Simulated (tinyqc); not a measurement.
# Changing the anneal time t

Model: hydrogen passivation and dissociation of interface defects with a spread of activation energies. Computed by tinyqc, a small Python program. Command: `OMP_NUM_THREADS=1 python tinyqc.py 3029132 3029133 out.jsonl passivation sweep`. One thread of a shared host (Intel(R) Xeon(R) Processor @ 2.30GHz), about 0.01 s of CPU time with the checks.

All defects start passivated and lose hydrogen by HP -> P + H; no hydrogen is supplied. Activation energies are normally distributed.

Inputs (values chosen for the exercise, for a model interface): defect density N_0 = 1.4e+12 cm^-2; mean dissociation energy E_d = 2.81 eV; spread s_d = 0.12 eV; prefactor k_d0 = 1.8e+13 1/s; anneal temperature T = 940 K.

Ambient: vacuum.

Constants: k_B = 8.617333262e-05 eV/K.

Method. b = k_d0 exp(-E_d/k_B T); the active share of one kind of site is 1 - exp(-b t). Full average: z from -5 to 5 in steps of 0.125 with normalised weights exp(-z^2/2), energy = mean + spread x z.

One run for each value:
```
anneal time t (s)  active share  active share, single energy
1.00e+00                 0.0403                        0.015
6.00e+00                 0.1714                        0.089
3.00e+01                 0.4422                        0.371
2.00e+02                 0.8105                        0.955
1.00e+03                 0.9637                        1.000
6.00e+03                 0.9978                        1.000
3.00e+04                 0.9999                        1.000
2.00e+05                 1.0000                        1.000
1.00e+06                 1.0000                        1.000
```

What does the table show?

Over the rows, active share rises from 0.0403 to 1.000; active share, single energy rises from 0.0154 to 1.00, flat over part of the range.
